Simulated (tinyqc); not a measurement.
Worked calculation: special k points of the simple cubic lattice. Values are carried at full precision from step to step, so a last printed digit may differ when a step is redone from the rounded ones.

Lattice vectors in units of a: a1 = (1, 0, 0), a2 = (0, 1, 0), a3 = (0, 0, 1); reciprocal vectors b_i with a_i . b_j = 2 pi delta_ij. Mesh: k = sum_i f_i b_i with f_i = (2 j_i + shift)/(2 N), j_i = 0 .. N-1. The point group of the lattice has 48 operations; only those that map the mesh onto itself are used.

Parameters, chosen for this exercise: N = 4 (points along each reciprocal vector); shift = 0 (half steps); D = 2.71 eV (half gap term); t = 0.99 eV (coupling); e0 = 3.24 eV (offset).

## Irreducible points and weights

Join points that an operation carries into one another (modulo reciprocal vectors); list each class by its first point in the order of (j1, j2, ...).

Irreducible points:
```
f1          f2      f3  weight
0.0000  0.0000  0.0000       1
0.0000  0.0000  0.2500       6
0.0000  0.0000  0.5000       3
0.0000  0.2500  0.2500      12
0.0000  0.2500  0.5000      12
0.0000  0.5000  0.5000       3
0.2500  0.2500  0.2500       8
0.2500  0.2500  0.5000      12
0.2500  0.5000  0.5000       6
0.5000  0.5000  0.5000       1
```

operations that keep the mesh = 48
irreducible points = 10

The weights add up to 64 = N^3; symmetry saves a factor 6.4.

## Which stars the mesh integrates

A_m(k) = sum over the m-th star of lattice vectors R of cos(k . R), stars in order of length: m = 1: |R|^2 = 1, 6 vectors, such as (1, 0, 0) in the basis a_i; m = 2: |R|^2 = 2, 12 vectors, such as (1, 1, 0) in the basis a_i; m = 3: |R|^2 = 3, 8 vectors, such as (1, 1, 1) in the basis a_i; m = 4: |R|^2 = 4, 6 vectors, such as (2, 0, 0) in the basis a_i; m = 5: |R|^2 = 5, 24 vectors, such as (2, 1, 0) in the basis a_i; m = 6: |R|^2 = 6, 24 vectors, such as (2, 1, 1) in the basis a_i. The zone mean of every A_m is zero.

Lattice vectors in units of a: a1 = (1, 0, 0), a2 = (0, 1, 0), a3 = (0, 0, 1); f are fractions of the reciprocal vectors. Evaluate the first six A_m at each irreducible point (k . R = 2 pi sum f_i n_i) and form the weighted means.

A_m at the points, rows 1, 2, 3, 4, 5, 6, 7, 8, 9, 10; columns m=1, m=2, m=3, m=4, m=5, m=6:
```
[[6.000, 12.000, 8.000, 6.000, 24.000, 24.000],
 [4.000, 4.000, 0.000, 2.000, 0.000, -8.000],
 [2.000, -4.000, -8.000, 6.000, 8.000, -8.000],
 [2.000, 0.000, 0.000, -2.000, -8.000, 0.000],
 [0.000, -4.000, 0.000, 2.000, 0.000, 8.000],
 [-2.000, -4.000, 8.000, 6.000, -8.000, -8.000],
 [0.000, 0.000, 0.000, -6.000, 0.000, 0.000],
 [-2.000, 0.000, 0.000, -2.000, 8.000, 0.000],
 [-4.000, 4.000, 0.000, 2.000, 0.000, -8.000],
 [-6.000, 12.000, -8.000, 6.000, -24.000, 24.000]]
```

weighted means: m=1 0.000, m=2 0.000, m=3 0.000, m=4 0.000, m=5 0.000, m=6 0.000

All six means vanish: the mesh is exact for functions whose Fourier series ends within these stars.

## A zone average from the irreducible points

Test function, the lower band of a two-band insulator: E(k) = -sqrt(D^2 + (e0 - t A_1(k))^2).

Lattice vectors in units of a: a1 = (1, 0, 0), a2 = (0, 1, 0), a3 = (0, 0, 1). Evaluate E at each point and take the weighted mean; the reference uses the unshifted mesh with N = 24.

E at the points (eV): [-3.8255, -2.8040, -2.9886, -2.9886, -4.2239, -5.8815, -4.2239, -5.8815, -7.6931, -9.5717]

weighted mean = -4.5924 eV
reference mean = -4.5919 eV

The error is -0.46 meV with 10 points.

## Checks

- Weighted mean over irreducible points against the plain mean over the whole mesh (eV): both -4.592356.
- Reference mean against a mesh of N = 30 (eV): both -4.5919.

Run: tinyqc, `OMP_NUM_THREADS=1 python tinyqc.py 1652627 1652628 out.jsonl`; Intel(R) Xeon(R) Processor @ 2.30GHz, one thread, shared host; about 0.1 s of CPU time with all checks.
